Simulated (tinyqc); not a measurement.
# AlGaN/GaN HEMT with access regions, lumped model: effect of the share of the drain-access electrons removed by traps

A polarisation-induced electron sheet under a Schottky gate, in series with two ungated access regions and contacts. Drift law v = mu E/(1 + mu E/vs) under the gate. Currents in mA/mm, resistances in ohm mm. No self-heating, no channel-length modulation; fits for polarisation, barrier and offset are chosen for the exercise.

sigma = (5e13 x + 1.6e13 x^2) cm^-2, phiB = 0.84 + 1.3 x, dEc = 0.7 (1.71 x + x^2) in volts, Cb = eps0 eps_r/d, VT = phiB - dEc - q sigma/Cb, access density n0 = -Cb VT/q. Access resistance R(L, n) = L/(q mu n sqrt(1 - (I/(q n vs))^2)); Rs = Rc + R(Ls, n0), Rd = Rc + R(Ld, (1 - ft) n0). Vg' = Vg - I Rs, Vd' = Vd - I (Rs + Rd); with u = Vg' - VT, Vc = vs Lg/mu and w the smaller of Vd' and Vc [sqrt(1 + 2 u/Vc) - 1] (0 if negative), the channel gives (mu Cb/Lg)(u w - w^2/2)/(1 + w/Vc). I equals that channel current. Isat is I at Vd = 10 V, gm = dIsat/dVg, Ron the limit of Vd/I at small Vd.

Inputs (values chosen for the exercise); values close to those of AlGaN/GaN structures:
- x = 0.29 (aluminium share of the barrier)
- d = 30 nm (barrier thickness)
- eps_r = 9.5 (relative permittivity of barrier and channel)
- mu = 1200 cm^2/(V s) (channel mobility)
- vs = 1e7 cm/s (saturation velocity)
- Lg = 0.15 um (gate length)
- Ls = 1.5 um (source access length)
- Ld = 8 um (drain access length)
- Rc = 0.33 ohm mm (resistance of each contact)
- Vg = 0 V (gate voltage)

Constants: q = 1.602176634e-19 C, eps0 = 8.8541878128e-14 F/cm where lengths are in cm. Results are converted to the units shown.

The same in every row: VT (V) = -8.244; n0 (cm^-2) = 1.443e13.

Effect of the share of the drain-access electrons removed by traps:
```
ft   Ron (ohm mm)  Isat (mA/mm)  gm (mS/mm)
0           4.139          1532       179.7
0.1         4.460          1517       81.60
0.2         4.860          1401       16.08
0.3         5.375          1252       5.305
0.4         6.062          1089       2.122
0.5         7.024         919.3      0.9111
0.6         8.466         743.4      0.3905
0.7         10.87         563.0      0.1553
```

Read the table: what changes, and by how much?

As ft goes from 0 to 0.7, Ron rises from 4.14 to 10.9 ohm mm, Isat falls from 1530 to 563 mA/mm and gm falls from 180 to 0.155 mS/mm. The ceiling Cb vs is 280 mS/mm. In every row the power passes 5 W/mm, where self-heating, left out here, lowers the current. For ft = 0.1 to 0.7 the gated channel is not yet saturated at 10 V, because the access regions take the voltage, and gm drops.

Program tinyqc, `OMP_NUM_THREADS=1 python tinyqc.py 2570055 2570056 out.jsonl`; Intel Xeon 2.30GHz, shared host, one thread, about 0.02 s.
